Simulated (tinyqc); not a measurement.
Threshold of a short bulk MOSFET: charge sharing, barrier lowering, narrow width: one step of the calculation.

n-channel device on a p-type body, depletion approximation, full ionisation. Uniform doping N = Na. Vbi from Boltzmann statistics is rough for the degenerate source. Cox = eps0 eox/tox.

Task. Long-channel threshold and scales. ni = sqrt(Nc Nv) exp(-Eg/(2 Vt)), Eg in volts; 2 pB = 2 Vt ln(N/ni); flat band Vfb - Vt ln(N/Na); Wd = sqrt(2 eps0 eps_r (2 pB - Vbs)/(q N)); body term q N Wd/Cox; long-channel VT0 = flat band + 2 pB + body term; Vbi = Vt ln(N Nsd/ni^2); scale length l = sqrt((eps_r/eox) tox Wd).

Inputs (values chosen for the exercise); band and dielectric values close to those of silicon: temperature T = 350 K; band gap Eg = 1.11 eV; relative permittivity eps_r = 11.7; conduction-band density of states at T Nc = 3.54e19 cm^-3; valence-band density of states at T Nv = 3.31e19 cm^-3; relative permittivity of the gate insulator (close to silicon dioxide) eox = 3.9; insulator thickness tox = 2.9 nm; channel doping Na = 3.7e17 cm^-3; source and drain doping Nsd = 1e20 cm^-3; flat-band voltage for the doping Na Vfb = -0.92 V; body-source voltage Vbs = 0 V.

Constants: q = 1.602176634e-19 C, kB = 1.380649e-23 J/K, Vt = kB T/q, eps0 = 8.8541878128e-14 F/cm where lengths are in cm. Results are converted to the units shown.

Give: N; 2 pB; flat band; Wd; body term; VT0; Vbi; l.

Result.

N = 3.700e17 cm^-3
2 pB = 0.8369 V
flat band = -0.9200 V
Wd = 54.08 nm
body term = 0.2693 V
VT0 = 0.1862 V
Vbi = 1.006 V
l = 21.69 nm

tinyqc, about 0.01 s, one thread, Intel Xeon 2.30GHz (shared host): `OMP_NUM_THREADS=1 python tinyqc.py 2002073 2002074 out.jsonl`
